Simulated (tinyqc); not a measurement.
Worked calculation: quantum-confined Stark effect in a modulator well. Values are carried at full precision from step to step, so a last printed digit may differ when a step is redone from the rounded ones.

Constants: hbar^2/2m0 = 3.80998211 eV angstrom^2; e^2/(4 pi eps0) = 14.39964547 eV angstrom; hc = 1239.841984 eV nm.

Parameters, chosen for this exercise (near those of an InGaAsP well in InP; shifted at random, so the results belong to these values and not to a real crystal): L = 118 angstrom (well width); me = 0.0486 m0 (electron, well); mh = 0.344 m0 (heavy hole along z, well); F = 75 kV/cm (field); Vc = 0.178 eV (conduction offset); Vv = 0.307 eV (heavy-hole offset); meb = 0.08 m0 (electron, barrier); mhb = 0.505 m0 (heavy hole, barrier); Eg = 0.876 eV (gap of the well); mp = 0.109 m0 (heavy hole in the plane); eps = 13.5 (dielectric constant); dE = 21 meV (operating point below the zero-field line); G = 8 meV (half width of the exciton line).

## Estimate for hard walls

Second order: each level moves by -C m (e F)^2 L^4/(2c), C = (15/pi^2 - 1)/(24 pi^2), c = hbar^2/2m0, 1 kV/cm = 1e-5 eV/angstrom. It holds while e F L is no more than about twice 3 c pi^2/(m L^2).

Estimate:
```
carrier     shift (meV)  e F L over the level spacing
electron          -1.53                          0.53
heavy hole       -10.80                          3.76
```

The hole, 7.1 times heavier, carries 88 % of the estimated shift; for it the ratio exceeds 3, so second order overstates its shift, by 13 % at a ratio of 3 and 60 % at 8.

## Levels and envelopes

Envelopes on cells of 0.5 angstrom over the well |z| < L/2 and 45 angstrom of barrier on each side, psi = 0 beyond, psi'/m continuous (mean mass between points), c = hbar^2/2m0. The electron sees + e F z and the hole - e F z, each with its offset in the barriers; 1 kV/cm = 1e-5 eV/angstrom. Light holes, band mixing and escape by tunnelling are left out.

Ground levels, squared overlap and separation <z>_h - <z>_e without and with the field.

Results:
```
F (kV/cm)  E_e (meV)  E_h (meV)  overlap^2  separation (angstrom)
0              26.45       6.22      0.949                    0.0
75             19.99      -6.71      0.400                   44.7
```

The electron level moves by -6.46 meV (4.2 times the hard-wall estimate, since it leaks into the barriers and sees a wider well) and the hole level by -12.93 meV (1.20 times). For the hole, saturation lowers the shift and leakage raises it, so a ratio near 1 is a coincidence.

## Exciton

Exciton: in-plane function exp(-rho/lam), 1/mu = 1/me + 1/mp, E(lam) = c/(mu lam^2) - (q/eps) times the integral over k of Fm(k)(1 + (k lam/2)^2)^(-3/2), Fm(k) the double integral of psi_e^2 psi_h^2 exp(-k |z - z'|), q = e^2/(4 pi eps0); binding Eb = -E at the minimum. Line at Eg + E_e + E_h - Eb, strength proportional to overlap^2/lam^2.

Minimise over lam without and with the field.

Results:
```
F (kV/cm)  lam (angstrom)  Eb (meV)  line (eV)      nm  overlap^2/lam^2 (1e-4/angstrom^2)
0                   170.4      5.82     0.9029  1373.2                             0.3270
75                  196.0      4.90     0.8844  1401.9                             0.1040
```

The weaker binding gives back 0.91 meV of the red shift, leaving 18.5 meV; the strength falls to 32 %.

## Contrast at the operating point

With a Gaussian line of half width G, the absorption at E_op = line(0) - dE is proportional to strength x exp(-ln2 ((E_op - line)/G)^2); continuum absorption is left out. Give it at both fields, relative to the zero-field peak.

E_op = 0.8819 eV
wavelength = 1406.0 nm

absorption without and with the field: 0.0084  0.30

The field changes the absorption by +0.29 of the zero-field peak. With dE above 2G the Gaussian tail at zero field is weak; real tails fall only exponentially and absorb more.

## Checks

- Zero-field levels against the matching condition of the square well, meV: largest difference 1.7e-01.
- Slope d(E_e + E_h)/dF against minus the separation (Hellmann-Feynman), angstrom: both -44.7.

Program tinyqc; command `OMP_NUM_THREADS=1 python tinyqc.py 1280958 1280959 out.jsonl`; about 0.1 s on one thread of a shared Intel(R) Xeon(R) Processor @ 2.30GHz.
